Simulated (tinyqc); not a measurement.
# Worked calculation: a spin-degenerate level with charging energy between two leads, rate equations

Computed by the program tinyqc: `OMP_NUM_THREADS=1 python tinyqc.py 2780016 2780017 out.jsonl`, one thread of a shared Intel Xeon 2.30GHz, about 0.01 s for the whole run. Printed values are rounded.

States 0, up, down and 2 with energies 0, e1 - Ez/2, e1 + Ez/2 and 2 e1 + U. mu_L = +V/2, mu_R = -V/2 (meV), f(x) = 1/(1 + exp(x/kB T)). A transition that adds one electron of given spin at the energy E has the rate G f(E - mu) from each lead, and its reverse G [1 - f(E - mu)]. I counts electrons leaving the left lead, times q.

Values chosen for this exercise:
- U = 9.8 meV (charging energy of the second electron)
- e1 = -6.65 meV (level)
- GL = 1.8 1/ns (tunnel rate to the left lead)
- GR = 0.062 1/ns (tunnel rate to the right lead)
- T = 9.7 K (temperature)
- V = 4.9 mV (bias)
- Ez = 1.8 meV (Zeeman splitting)
- dt = 0.093 ns (time step)

Constants: q = 1.602176634e-19 C, kB = 1.380649e-23 J/K, Vt = kB T/q. Results are converted to the units shown.

Range of the model: Rate equations need hbar G well below kB T; cotunnelling and the Kondo effect are left out.

## Transition energies and Fermi factors

Transition energies: 0-up e1 - Ez/2, 0-down e1 + Ez/2, up-2 e1 + U + Ez/2, down-2 e1 + U - Ez/2.

```
transition   E (meV)        fL        fR
0-up        -7.55000  0.999994  0.997765
0-down      -5.75000  0.999945  0.981071
up-2         4.05000  0.128516  0.000419
down-2       2.25000  0.559533  0.003601
```

## Rate matrix

dp/dt = W p; W_ji is the rate from state i to j, and each column sums to zero.

W (1/ns):
```
             0        up      down         2
0     -3.72258   0.00015   0.00127   0.00000
up     1.86185  -0.23150   0.00000   1.63065
down   1.86073   0.00000  -1.00866   0.85462
2      0.00000   0.23135   1.00738  -2.48526
```

## Steady state and current

Steady state: W p = 0 with sum p = 1. I = q GL sum over transitions i-j of [fL p_i - (1 - fL) p_j].

p: 0 0.000065, up 0.792192, down 0.095349, 2 0.112395
mean number of electrons = 1.11233
I = 2.25599 pA

In units of q GL GR/(GL + GR) = 9.60 pA the current is 0.235; two independent spin channels fully inside the bias window would give 2.

## Step 1: time step

p at the start: 0 1, up 0, down 0, 2 0

Explicit Euler step: p(new) = p + dt W p.

p after step 1: 0 0.653800, up 0.173152, down 0.173048, 2 0.000000

## Step 2: time step

As before.

p after step 2: 0 0.427478, up 0.282631, down 0.269954, 2 0.019938

## Relaxation from the empty dot

Stop when no probability changes by more than 1e-8 in a step, or after 400 steps.

Course of the iteration:
```
step      p(0)     p(up)   p(down)      p(2)  largest change
1     0.653800  0.173152  0.173048  0.000000           0.346
2     0.427478  0.282631  0.269954  0.019938           0.226
3     0.279521  0.353588  0.320189  0.046702           0.148
4     0.182794  0.401457  0.342236  0.073513          0.0967
5     0.119557  0.435613  0.347607  0.097223          0.0632
6     0.078213  0.461680  0.343416  0.116690          0.0413
7     0.051183  0.482979  0.334011  0.131827          0.0270
8     0.033510  0.501434  0.322014  0.143042          0.0185
...        ...       ...       ...       ...             ...
224   0.000065  0.792192  0.095349  0.112395         1.49e-8
225   0.000065  0.792192  0.095349  0.112395         1.39e-8
226   0.000065  0.792192  0.095349  0.112395         1.30e-8
227   0.000065  0.792192  0.095349  0.112395         1.22e-8
228   0.000065  0.792192  0.095349  0.112395         1.14e-8
229   0.000065  0.792192  0.095349  0.112395         1.07e-8
230   0.000065  0.792192  0.095349  0.112395         1.00e-8
231   0.000065  0.792192  0.095349  0.112395         9.40e-9
```

The steps settle after 231 steps (21.5 ns) on the steady state above. The decay rates of W are 0.682, 3.04 and 3.72 1/ns; stability needs dt below 2 over the largest, 0.537 ns.
